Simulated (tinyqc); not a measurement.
Worked calculation: k.p theory built from an empirical-pseudopotential calculation at Gamma. Values are carried at full precision from step to step, so a last printed digit may differ when a step is redone from the rounded ones.

Empirical pseudopotential on the fcc lattice, atoms at +/- tau, tau = a (1,1,1)/8, no spin-orbit coupling. H(G,G') = c (2 pi/a)^2 |k + G|^2 delta + VS(q) cos(q.tau) + i VA(q) sin(q.tau), q = G - G', c = hbar^2/2m0; k and G in units of 2 pi/a; VS at |q|^2 = 3, 8, 11 and VA at 3, 4, 11, in rydberg, zero elsewhere. The basis is fixed: all 89 G with |G|^2 up to Gcut. Energies are counted from the fourth level at Gamma.

Constants: hbar^2/2m0 = 3.80998211 eV angstrom^2; Ry = 13.60569312 eV.

Values chosen for the exercise (near those of GaAs; not measured data):
- a = 5.626 angstrom (lattice constant)
- VS = (-0.231, 0.008, 0.06) Ry (symmetric form factors)
- VA = (0.069, 0.049, 0.012) Ry (antisymmetric form factors)
- Gcut = 19 (2 pi/a)^2 (largest |G|^2 of the fixed basis)

## Levels at Gamma

Diagonalise H at k = 0 and group equal levels.

Multiplets at Gamma:

| multiplet | degeneracy | E (eV) |
|---|---|---|
| 1 | 1 | -12.3866 |
| 2 | 3 | 0.0000 |
| 3 | 1 | 1.2555 |
| 4 | 3 | 4.4265 |
| 5 | 1 | 7.9274 |
| 6 | 2 | 8.7314 |
| 7 | 3 | 12.7834 |
| 8 | 1 | 14.1652 |
| 9 | 3 | 27.0567 |

The lowest empty multiplet is a singlet at 1.255 eV; the lowest empty singlet (s-like) is multiplet 3.

## Mass of the s-like conduction level (multiplet 3)

For a multiplet A of d_A states, W(B) = (4 c/(3 d_A)) sum over n in A, m in B and i = x, y, z of |<n|G_i|m>|^2 (G in 1/angstrom, <n|G_i|m> = sum_G c_n(G)* G_i c_m(G)); the mean inverse mass of A is 1 + sum_B W(B)/(E_A - E_B). Multiplets with W = 0 are left out.

List the couplings (the first eight at most); W to the valence triplet is the Kane energy Ep.

Couplings:

| multiplet B | degeneracy | E_B (eV) | W (eV) | W/(E_A - E_B) |
|---|---|---|---|---|
| 2 | 3 | 0.0000 | 18.4301 | 14.6800 |
| 4 | 3 | 4.4265 | 0.0045 | -0.0014 |
| 7 | 3 | 12.7834 | 0.2291 | -0.0199 |
| 10 | 3 | 27.5779 | 0.3927 | -0.0149 |
| 12 | 3 | 28.1836 | 0.2102 | -0.0078 |
| 15 | 3 | 41.3939 | 0.0267 | -0.0007 |
| 16 | 3 | 42.3543 | 0.0000 | 0.0000 |
| 18 | 3 | 43.0474 | 0.0092 | -0.0002 |

sum over the higher multiplets = -0.0015
1/m = 15.6336

Ep = 18.43 eV. The valence triplet gives 14.68, all other levels together -0.05; m = 0.0640, against 0.0638 for two levels alone.

## Valence parameters

Fold all other levels onto the valence triplet: D(u) = c + 4 c^2 sum_m <n|u.G|m><m|u.G|n'>/(0 - E_m), in units of c. Along [100] its eigenvalues are L (once) and M (twice); along [111] (L + 2M + 2N)/3 (once) and (L + 2M - N)/3 (twice). Then g1 = -(L + 2M)/3, g2 = -(L - M)/6, g3 = -N/6.

eigenvalues along [100]: -15.186  -2.231  -2.231

eigenvalues along [111]: -17.778  -0.935  -0.935

L, M, N: -15.186  -2.231  -16.843

g1, g2, g3: 6.549  2.159  2.807

With spin-orbit coupling added at fixed g1, g2, g3 and large against the hole energy these give heavy and light masses along [100] of 0.448 and 0.092. The s-like level alone adds Ep/(3E) = 4.89 to g1. Local form factors fix Ep and the gap only roughly, so these values can lie far from measured ones.

## Checks

- 1/m of the s-like level from the sum against the curvature of the band: both 15.63.
- L and M against the curvatures along [100]: largest relative difference 2.4e-06.

Program tinyqc; command `OMP_NUM_THREADS=1 python tinyqc.py 1081340 1081341 out.jsonl`; about 0.5 s on one thread of a shared Intel(R) Xeon(R) Processor @ 2.30GHz.
